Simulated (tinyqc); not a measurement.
Gain of the pnp from the holding current.

Question. On state with both base-emitter voltages at Von: npn base current Ib = (Von/Rs + bp Von/Rw)/(bn bp - 1), holding current Ih = (bn + 1) Ib + Von/Rs. Find bp.

Parameters, values chosen for the exercise: current gain of the npn bn = 6.8; substrate resistance shunting the npn Rs = 360 ohm; well resistance shunting the pnp Rw = 630 ohm; base-emitter voltage in the on state Von = 0.67 V.

Ih = 3.5301017 mA

Solution. Ih gives Ib, and Ib (bn bp - 1) = Von/Rs + bp Von/Rw is linear in bp.

bp = 5.30

tinyqc, about 0.04 s, one thread, Intel Xeon 2.30GHz (shared host): `OMP_NUM_THREADS=1 python tinyqc.py 2670069 2670070 out.jsonl`
